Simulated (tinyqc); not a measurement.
From wire to sheet: nanosheet or nanowire with hard walls, valleys of the Si type.

Six ellipsoidal valleys along the cube axes: inverse mass tensor w = 1/mt + (1/ml - 1/mt) a a^T with a the unit axis. Device axes: x along the channel, z = [001], y = z x x.

Hard walls around a W x H rectangle. The block w_c of w in (y, z) confines; the transport mass follows from 1/m_x = w_xx - w_xc w_c^-1 w_cx. The cross-section problem c (w_yy ky^2 + 2 w_yz ky kz + w_zz kz^2), c = hbar^2/2m0, is solved in products sin(n pi y/W) sin(l pi z/H), n, l = 1 to 12; if w_yz = 0 the levels are c pi^2 (w_yy n^2/W^2 + w_zz l^2/H^2). The w_yz term couples (n, l) to (n', l') by -2 c w_yz D_nn'(W) D_ll'(H) with D_nm(L) = 4 n m/(L (n^2 - m^2)) for n + m odd and 0 otherwise.

Without degeneracy the line density is N1 exp((EF - Ec)/kB T) with N1 = sum 2 g sqrt(m_x kB T/(4 pi c)) exp(-E/kB T), here over n, l up to 80 where w_yz = 0 and over all levels of a 12 x 12 sine basis otherwise; the classical value is W H Nc with Nc = 2 g_all (m_dos kB T/(4 pi c))^(3/2), m_dos = (ml mt^2)^(1/3); dVt = kB T ln(W H Nc/N1).

Constants: hbar^2/2m0 = 3.80998211 eV angstrom^2; kB = 8.617333262e-05 eV/K.

Parameters, chosen for this exercise (near those of Si; shifted at random, so the results belong to these values and not to a real crystal): ml = 0.916 m0 (longitudinal mass); mt = 0.192 m0 (transverse mass); T = 350 K (temperature); g_all = 6 (number of valleys); channel = 110 (transport direction x on a (001) wafer); H = 50 angstrom (height, along z = [001]); Ws = (25, 35, 50, 75, 110, 170, 260) angstrom (widths).

Valleys:
```
group  valleys g     w_yy     w_zz   |w_yz|  m_x (m0)
A              2  5.20833  1.09170  0.00000   0.19200
B              4  3.15002  5.20833  0.00000   0.55400
```

Lowest level of each group (groups ordered by w_zz, then w_yy) and dVt against the width.

Results:
```
W (angstrom)  A1 (eV)  B1 (eV)  dVt (mV)
25             0.3298   0.2679     229.3
35             0.1763   0.1750     139.2
50             0.0948   0.1257      88.5
75             0.0512   0.0994      62.9
110            0.0326   0.0881      52.5
170            0.0232   0.0824      46.5
260            0.0193   0.0801      43.2
```

dVt falls from 229 to 43 mV. The lowest group changes from B to A between W = 35 and 50 angstrom (H = 50). At the widest W the lowest level is 0.0193 eV; the film limit c pi^2 w_zz/H^2 of that group is 0.0164 eV.

(tinyqc, `OMP_NUM_THREADS=1 python tinyqc.py 1282228 1282229 out.jsonl`, Intel(R) Xeon(R) Processor @ 2.30GHz, 1 thread, shared host, about 0.05 s.)
